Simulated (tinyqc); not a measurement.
# Doping and voltage from widths and field

Question. In the depletion approximation an abrupt p-n junction has a triangular field: peak E = q Nd xn/(eps0 eps_r) = q Na xp/(eps0 eps_r), W = xn + xp, and Vbi - V = E W/2. Find Nd, Na and Vbi - V.

Inputs (values chosen for the exercise): relative permittivity eps_r = 11.6.

Constants: q = 1.602176634e-19 C, eps0 = 8.8541878128e-14 F/cm where lengths are in cm. Results are converted to the units shown.

W = 86.349811 nm
peak field = 590.60425 kV/cm
xn = 19.926880 nm

Solution. Gauss's law on each side gives its doping from the peak field and its width; the voltage is the area of the triangle.

Nd = 1.900e18 cm^-3
Na = 5.700e17 cm^-3
Vbi - V = 2.550 V

Program tinyqc, `OMP_NUM_THREADS=1 python tinyqc.py 2000143 2000144 out.jsonl`; Intel Xeon 2.30GHz, shared host, one thread, about 0.05 s.
